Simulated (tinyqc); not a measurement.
# FinFET, parasitic resistance, capacitance and delay: two studies

Nf fins under one contact; each has gated perimeter p = 2 Hf + Wf and cross-section A = Hf Wf; contact width Wc = Nf pf, stack height Hs = Hf. Contact length Lc = CPP - Lg - 2 Lsp, shared by two neighbouring gates. Source and drain sides are equal. The formulas are first-order estimates, not field solutions.

Values chosen for this exercise; values close to those of silicon logic devices:
```
symbol,value,unit,meaning
T,300,K,temperature
Nf,2,,number of fins
Hf,55,nm,fin height
Wf,8,nm,fin width
pf,24,nm,fin pitch
CPP,54,nm,contacted gate pitch
Lg,14,nm,gate length
Lsp,7,nm,spacer length
ks,7,,relative permittivity of the spacer
Hc,20,nm,gate height above the channel stack
rc,2.9e-9,ohm cm^2,contact resistivity
re,0.00062,ohm cm,resistivity of the source-drain epitaxy
te,20,nm,current-carrying depth of the epitaxy
rx,0.00049,ohm cm,resistivity of the extension
Lov,1,nm,gate overlap
Cinv,3.4,uF/cm^2,inversion capacitance
vx,1.6e7,cm/s,injection velocity
mu,340,cm^2/(V s),apparent mobility
VT,0.28,V,threshold at zero drain voltage
dl,0.045,V/V,barrier lowering
n,1.12,,subthreshold factor
Cw,0.17,fF,wire load
Vdd,0.75,V,supply voltage
```

Constants: q = 1.602176634e-19 C, kB = 1.380649e-23 J/K, eps0 = 8.8541878128e-12 F/m, Vt = kB T/q. Results are converted to the units shown.

Each table varies one quantity; the others keep the values above.

## Effect of the fin pitch

Epitaxy sheet resistance Rsh = re/te, transfer length LT = sqrt(rc/Rsh), contact Rc = [sqrt(rc Rsh)/Wc] coth(Lc/(2 LT)); extension of one fin Rx = rx Lsp/A. With N fins: gate Cg = Cinv p N Lg; per side, plate Cp = ks eps0 [Wc (Hs + Hc) - N A]/Lsp, top fringe Cf = (2/pi) ks eps0 Wc ln(1 + Lg/(2 Lsp)), overlap Co = Cinv p N Lov. One fin: I = p Q vx u/(1 + |u|^1.8)^(1/1.8), Q = Cinv n Vt ln(1 + exp((Vg' - VT + dl Vd')/(n Vt))), u = Vd' mu/(vx Lg), Vg' = Vgs - v, Vd' = Vds - 2 v, with the drop on each side v = Rc (sum of I) + Rx I. Ieff = [I(Vgs = Vdd, Vds = Vdd/2) + I(Vdd/2, Vdd)]/2, total currents. With Cs = Cp + Cf + Co, the load of an inverter of two such devices driving an equal one is CL = 2 (Cg + 2 Cs) + 4 Cs + Cw (own drains counted twice for the Miller effect); delay CL Vdd/(2 Ieff).

The same in every row: Rx/N (ohm) = 38.98.

Result of one run:

| pf (nm) | Rc (ohm) | Ieff (uA) | CL (aF) | delay (ps) |
|---|---|---|---|---|
| 36 | 328.3 | 236.3 | 794.8 | 1.261 |

What becomes of these results when the fin pitch pf is changed from 36 to 44 nm, all else the same?

Result of the changed run:

| pf (nm) | Rc (ohm) | Ieff (uA) | CL (aF) | delay (ps) |
|---|---|---|---|---|
| 44 | 268.6 | 255.7 | 883.3 | 1.295 |

The whole series:

| pf (nm) | Rc (ohm) | Ieff (uA) | CL (aF) | delay (ps) |
|---|---|---|---|---|
| 18 | 656.5 | 159.3 | 595.7 | 1.402 |
| 22 | 537.2 | 181.7 | 639.9 | 1.320 |
| 26 | 454.5 | 200.8 | 684.2 | 1.278 |
| 30 | 393.9 | 216.9 | 728.4 | 1.259 |
| 36 | 328.3 | 236.3 | 794.8 | 1.261 |
| 44 | 268.6 | 255.7 | 883.3 | 1.295 |

As pf goes from 18 to 44 nm, Ieff rises from 159 to 256 uA, CL rises from 596 to 883 aF and the delay goes from 1.40 through a minimum of 1.26 (at pf = 30 nm among the rows listed) to 1.30 ps.

## Effect of the wire load

Same model as above.

The same in every row: Rc (ohm) = 492.4; Rx/N (ohm) = 38.98; Ieff (uA) = 191.7.

Effect of the wire load:

| Cw (fF) | CL (aF) | delay (ps) |
|---|---|---|
| 0.02 | 512.0 | 1.002 |
| 0.043 | 535.0 | 1.047 |
| 0.093 | 585.0 | 1.145 |
| 0.2 | 692.0 | 1.354 |
| 0.43 | 922.0 | 1.804 |
| 0.93 | 1422 | 2.782 |
| 2 | 2492 | 4.876 |

What does the comparison show?

As Cw goes from 0.02 to 2 fF, Ieff stays at 192 uA, CL rises from 512 to 2490 aF and the delay rises from 1.00 to 4.88 ps.

Program tinyqc, `OMP_NUM_THREADS=1 python tinyqc.py 2170075 2170076 out.jsonl`; Intel Xeon 2.30GHz, shared host, one thread, about 0.04 s.
